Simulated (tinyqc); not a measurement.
Order of mass and momentum: stepped quantum well by finite differences.

Finite differences on points z_i at the centres of cells of width h: H_ii = (c/h^2)(1/m_(i-1/2) + 1/m_(i+1/2)) + V_i, H_(i,i+1) = -(c/h^2)/m_(i+1/2), where m_(i+1/2) is the mean of the masses at the two points (the end values are repeated outwards), psi = 0 on the points beyond both ends, c = hbar^2/2m0. The field adds e F (z - z0) with z0 the middle of the structure; 1 kV/cm = 1e-5 eV/angstrom.

Constants: hbar^2/2m0 = 3.80998211 eV angstrom^2.

Inputs chosen for the exercise (out of a larger set: near those of an InGaAs well in InP; not measured data):
- layers = ((69, 0.238, 0.0777), (46, 0, 0.0407), (69, 0.074, 0.0522), (69, 0.238, 0.0777)) (each layer: thickness in angstrom, band edge in eV, mass in m0)
- F = 46 kV/cm (field along z)
- hf = 1.4375 angstrom (cell width of the fine grid)

Fine grid. Hermitian kinetic operators m^a p m^b p m^a with 2a + b = -1: H_ii = (c/h^2) m_i^(2a) (m_(i-1/2)^b + m_(i+1/2)^b) + V_i, H_(i,i+1) = -(c/h^2) m_i^a m_(i+1)^a m_(i+1/2)^b; BenDaniel-Duke is a = 0. The halved form has H_ii = 2c/(h^2 m_i) + V_i and H_(i,i+1) = -(c/2h^2)(1/m_i + 1/m_(i+1)). The shifts are measured against BenDaniel-Duke; the last column repeats E1 with cells of hf/4.

Levels (eV):

| operator | E1 | E2 | E1 - E1(BDD) (meV) | E1 at hf/4 |
|---|---|---|---|---|
| BenDaniel-Duke | 0.0572 | 0.1655 | 0.0 | 0.0572 |
| (1/m) p^2 + p^2 (1/m), halved | -0.0019 | 0.1236 | -59.1 | -1.2405 |
| m^(-1/2) p^2 m^(-1/2) | 0.0753 | 0.1781 | 18.2 | 0.0754 |
| m^(-1/4) p m^(-1/2) p m^(-1/4) | 0.0665 | 0.1714 | 9.3 | 0.0665 |
| one mass, the smallest | 0.0676 | 0.1840 | 10.4 | 0.0676 |

The three forms m^a p m^b p m^a span 18.2 meV in E1, 17 % of E2 - E1; they differ only at the mass steps (largest to smallest mass 1.91), where m^a psi is the continuous quantity. Dropping the mass step altogether moves E1 by +10.4 meV. Refining the grid moves the halved form by -1238.5 meV, against at most 0.05 meV for the other three: at an abrupt step it has no limit as the grid is refined.

Program tinyqc; command `OMP_NUM_THREADS=1 python tinyqc.py 1250771 1250772 out.jsonl`; about 0.01 s on one thread of a shared Intel(R) Xeon(R) Processor @ 2.30GHz.
